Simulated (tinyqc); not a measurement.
# From <|m|>, cell back to coupling J

Model: square-lattice Ising model by mean field, Bethe lattice, transfer matrix, exact enumeration and Monte Carlo steps. Computed by tinyqc, a small Python program. Command: `OMP_NUM_THREADS=1 python tinyqc.py 3012313 3012314 out.jsonl ising inv`. One thread of a shared host (Intel(R) Xeon(R) Processor @ 2.30GHz), about 1 s of CPU time with the checks.

H = -J sum over nearest pairs s_i s_j, s = +-1, no field, periodic boundaries; energies per site are in J. As a lattice gas or an alloy, s marks which species holds the site.

Inputs (values chosen for the exercise, for a model lattice): temperature T = 414 K.

Enumerated cell: 4 x 5.

States of the 4 x 5 cell:
```
E (J)  |M|  count
-40     20      2
-32     18     40
-28     16     80
-24      4     10
-24     12     50
-24     14    240
-24     16    300
-20      0     44
-20      2     80
-20      6     80
-20      8    160
-20     10    408
-20     12    680
-20     14    960
-16      0    260
-16      2    640
-16      4   1080
-16      6   1280
-16      8   1760
-16     10   2200
-16     12   3060
-16     14   1080
-12      0   2960
-12      2   5800
-12      4   5840
-12      6   6680
-12      8   7680
-12     10   8400
-12     12   3880
-8       0  10380
-8       2  21680
-8       4  22650
-8       6  23000
-8       8  20620
-8      10  11280
-8      12   2020
-4       0  30880
-4       2  59640
-4       4  54960
-4       6  44240
-4       8  25200
-4      10   6680
0        0  48442
0        2  91280
0        4  72320
0        6  42880
0        8  15720
0       10   2040
4        0  46640
4        2  82600
4        4  55920
4        6  26200
4        8   5200
8        0  29000
8        2  49320
8        4  27960
8        6   8120
8        8   1180
12       0  11740
12       2  17960
12       4   8680
12       6   2160
16       0   3200
16       2   5360
16       4   1860
16       6    400
20       0    960
20       2   1200
20       4    600
24       0    200
24       2    280
24       4     60
28       0     40
28       2     80
32       0     10
```

Constants: k_B = 8.617333262e-05 eV/K.

Method. K = J/(k_B T). Onsager: k_B T_c/J = 2/ln(1 + sqrt 2); mean field: 4; Bethe lattice with z = 4: 2/ln 2. Weights count x exp(-K E); N = 20; u = <E>/N, c = K^2 (<E^2> - <E>^2)/N in k_B, Binder U = 1 - <M^4>/(3 <M^2>^2).

Question. A run gave the result below. Find the coupling J, known to lie between 4.4 and 13 meV.

<|m|>, cell = 0.348191

Answer.

Each step takes the trial c = (a f_b - b f_a)/(f_b - f_a), f being the result less the target and a, b, c the logarithms of the listed values; c replaces end b, the old b replaces a if the sign of f changed, and otherwise f_a is halved.

Scan of the range:
```
coupling J (meV)  <|m|>, cell
4.40                 0.238094
5.27                 0.256096
6.31                 0.281679
7.56                 0.320132
9.06                 0.381424
10.90                0.486181
13.00                0.641622
```

False position (Illinois rule, in the logarithm of the input) inside the bracket:
```
step    end a    end b    trial  <|m|>, cell
1     7.56000  9.06000  8.21310     0.344490
2     9.06000  8.21310  8.29427     0.347755
3     9.06000  8.29427  8.31301     0.348517
4     8.29427  8.31301  8.30499     0.348190
5     8.31301  8.30499  8.30500     0.348191
6     8.31301  8.30500  8.30500     0.348191
7     8.30500  8.30500  8.30500     0.348191
```

<|m|>, cell rises at every point of a 13-point scan of the range (every second point is shown), so one value fits; it is bracketed by 7.56 and 9.06. Answer: coupling J = 8.305 meV.
